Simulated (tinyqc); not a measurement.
What moves the results: pair of shallow donors (hydrogen-like orbitals). A value that a table varies takes the place of the one given here.

Each donor has the orbital exp(-r/a); energy unit Ha* = q/(eps a), q = e^2/(4 pi eps0), so that a lone donor is bound by Ha*/2; x = R/a. One electron: S = (1 + x + x^2/3) exp(-x), j = 1/x - (1 + 1/x) exp(-2x), k = (1 + x) exp(-x); levels E(+/-) = -1/2 - (j +/- k)/(1 +/- S) in Ha*, without the repulsion of the ions, split by D = |E(-) - E(+)|. In six valleys the overlaps S and k are multiplied by v = [cos(K Rx) + cos(K Ry) + cos(K Rz)]/3, K = k0 (2 pi/a_lat), for isotropic envelopes and the symmetric valley state.

Two electrons, Heitler-London: with S' = (1 - x + x^2/3) exp(x), C = 1/x - exp(-2x)(1/x + 11/8 + 3x/4 + x^2/6), X = (1/5){exp(-2x)(25/8 - 23x/4 - 3x^2 - x^3/3) + (6/x)[S^2 (0.5772157 + ln x) + S'^2 Ei(-4x) - 2 S S' Ei(-2x)]}, Q = C - 2j + 1/x and A = X - 2 S k + S^2/x, the singlet and triplet lie at (Q +/- w A)/(1 +/- w S^2) from two lone donors, with the valley weight w = v^2; the exchange is J = triplet - singlet.

Constants: e^2/(4 pi eps0) = 14.39964547 eV angstrom.

Values chosen for the exercise (near those of two donors in Si; shifted at random, so the results belong to these values and not to a real crystal): a = 16.1 angstrom (orbital radius); eps = 11.1 (dielectric constant); a_lat = 5.431 angstrom (lattice constant); k0 = 0.848 2 pi/a_lat (valley position); sites = ((11, 0, 0), (12, 0, 0), (13, 0, 0), (14, 0, 0), (15, 0, 0), (16, 0, 0), (17, 0, 0), (18, 0, 0), (19, 0, 0)) a_lat (positions of the second donor); Ns = (0.057, 0.14, 0.34, 0.85, 2, 4.2, 8.5) x 1e18/cm^3 (donor densities); n = (11, 0, 0) a_lat (separation vector).

## Lattice sites along [100]

D and J for each site, and for v = 1.

Results:
```
site        R (angstrom)      v  D (meV)  J (micro-eV)  J for v = 1
(11, 0, 0)          59.7  0.510     4.50           634     2.45e+03
(12, 0, 0)          65.2  0.816     5.77      1.00e+03     1.51e+03
(13, 0, 0)          70.6  0.996     5.51           910          917
(14, 0, 0)          76.0  0.898     3.82           443          550
(15, 0, 0)          81.5  0.604     1.97           119          326
(16, 0, 0)          86.9  0.363    0.906          25.3          192
(17, 0, 0)          92.3  0.379    0.720          16.0          112
(18, 0, 0)          97.8  0.637    0.921          26.2         64.6
(19, 0, 0)         103.2  0.921     1.01          31.4         37.1
```

What can be read from the table?

Over these sites the envelope alone changes J by a factor 66, and the valley factor v^2 by 7.52; J runs from 16 at (17, 0, 0) to 1e+03 micro-eV at (12, 0, 0). Along [100] four valleys keep their phase, so v = (2 + cos)/3 stays between 1/3 and 1. J does not fall steadily with distance.

## From lone donors to an impurity band (impurity band of shallow donors (Hubbard estimate))

Donors on a simple cubic lattice of spacing R = N^(-1/3) (1/angstrom^3 = 1e24/cm^3), Ha* = q/(eps a), q = e^2/(4 pi eps0), x = R/a. Hopping t = Ha* (1 + x) exp(-x), band width B = 12 t, on-site repulsion U = (5/8) Ha*; the gap closes near B/U = 1.15. Valley factors and disorder are left out.

Results:
```
N (1e18/cm^3)  R (angstrom)  N^(1/3) a   t (meV)  B (meV)       B/U
0.057                 259.8      0.062  0.000135  0.00162  3.22e-05
0.14                  192.6      0.084   0.00667   0.0800   0.00159
0.34                  143.3      0.112     0.109     1.31    0.0259
0.85                  105.6      0.153     0.865     10.4     0.206
2.0                    79.4      0.203      3.45     41.4     0.823
4.2                    62.0      0.260      8.32     99.8      1.98
8.5                    49.0      0.329      15.5      186      3.70
```

What does this show, and why?

B/U passes 1.15 between 2 and 4.2 x 1e18/cm^3; the root is x = 4.52, N^(1/3) a = 0.221, N = 2.6 x 1e18/cm^3, below the 4.2 that the empirical rule N^(1/3) a = 0.26 gives; the estimate is rough, since random positions, the overlap of the orbitals and screening are left out. While N grows by 149 times, t grows by 1.15e+05 times.

## What each parameter does

x, D = |E(-) - E(+)| and J. Each row changes one parameter from the base and keeps the others.

Results:
```
case                       x  D (meV)  J (micro-eV)
base                   3.711    4.504           634
a = 17.7 angstrom      3.375    5.131           913
eps = 12.2             3.711    4.098           577
k0 = 0.828 2 pi/a_lat  3.711    8.449      2.10e+03
n = (12, 0, 0) a_lat   4.048    5.768      1.00e+03
```

What can be read from the table?

The largest shifts from the base row, up to three for each result and ties (the steps differ in size, so this ranks the rows, not the parameters). x: n +0.337, a -0.335; unchanged at the printed digits by eps and k0. D (meV): k0 +3.94, n +1.26, a +0.626. J (micro-eV): k0 +1.46e+03, n +370, a +279.

tinyqc: `OMP_NUM_THREADS=1 python tinyqc.py 1250089 1250090 out.jsonl`; about 0.01 s, one thread, shared Intel(R) Xeon(R) Processor @ 2.30GHz.
